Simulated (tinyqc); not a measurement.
From T_e back to height L: global model of a low-pressure process discharge: electron temperature, density, ion flux and ion energy. Computed by tinyqc, a small Python program. Command: `OMP_NUM_THREADS=1 python tinyqc.py 3114397 3114398 out.jsonl plasma inv`. One thread of a shared host (Intel(R) Xeon(R) Processor @ 2.30GHz), about 0.01 s of CPU time with the checks.

Maxwellian electrons with temperature T_e in eV, one positive ion, no negative ions, uniform bulk density n; rate constants have the Arrhenius form.

Inputs (values chosen for the exercise, of the order of those of an inductive discharge in a simple atomic gas):
```
quantity                     value   unit
ion mass M                      19      u
ionisation prefactor K0    2.8e-14  m^3/s
ionisation energy E_iz          17     eV
ion-neutral cross section  1.2e-18    m^2
pressure p                     1.8     Pa
gas temperature T_g            400      K
radius R                        18     cm
```

Constants: k_B = 1.380649e-23 J/K; e = 1.602176634e-19 C; u = 1.6605390666e-27 kg.

Method:
- n_g = p/(k_B T_g); lambda_i = 1/(n_g sigma); h_L = 0.86/sqrt(3 + L/(2 lambda_i)), h_R = 0.8/sqrt(4 + R/lambda_i); A_eff = 2 pi R^2 h_L + 2 pi R L h_R; d_eff = pi R^2 L/A_eff.
- Particle balance: K0 exp(-E_iz/T_e) n_g d_eff = u_B, u_B = sqrt(e T_e/M).
- Root found by bracketing.

Task: A run gave the result below. Find the height L, known to lie between 7.3 and 15 cm.

T_e = 2.762014 eV

Result:

Each step takes the trial c = (a f_b - b f_a)/(f_b - f_a), f being the result less the target and a, b, c the logarithms of the listed values; c replaces end b, the old b replaces a if the sign of f changed, and otherwise f_a is halved.

Scan of the range:
```
height L (cm)  T_e (eV)
7.30            2.89460
8.23            2.82023
9.28            2.75133
10.50           2.68598
11.80           2.62915
13.30           2.57562
15.00           2.52644
```

False position (Illinois rule, in the logarithm of the input) inside the bracket:
```
step    end a    end b    trial  T_e (eV)
1     8.23000  9.28000  9.10877   2.76166
2     8.23000  9.10877  9.09767   2.76234
3     9.10877  9.09767  9.10300   2.76201
4     9.09767  9.10300  9.10299   2.76201
```

T_e falls at every point of a 13-point scan of the range (every second point is shown), so one value fits; it is bracketed by 8.23 and 9.28. Answer: height L = 9.103 cm.
